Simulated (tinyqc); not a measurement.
UKS/BP86 in the sto-3g basis, for H3, spin multiplicity 2, step by step. One step of it, computed by the program tinyqc.

Task: Orthogonalisation. S = U s U^T; symmetric (Loewdin) form X = U s^(-1/2) U^T, so that X^T S X = 1.

overlap S:
```
,1H 1s,2H 1s,3H 1s
1H 1s,1.000000,0.597639,0.597639
2H 1s,0.597639,1.000000,0.199536
3H 1s,0.597639,0.199536,1.000000
```

Give: eigenvalues of S; X.

Result:

eigenvalues of S: 0.249  0.800  1.951

X:
```
,1H 1s,2H 1s,3H 1s
1H 1s,1.436,-0.453,-0.453
2H 1s,-0.453,1.201,0.084
3H 1s,-0.453,0.084,1.201
```
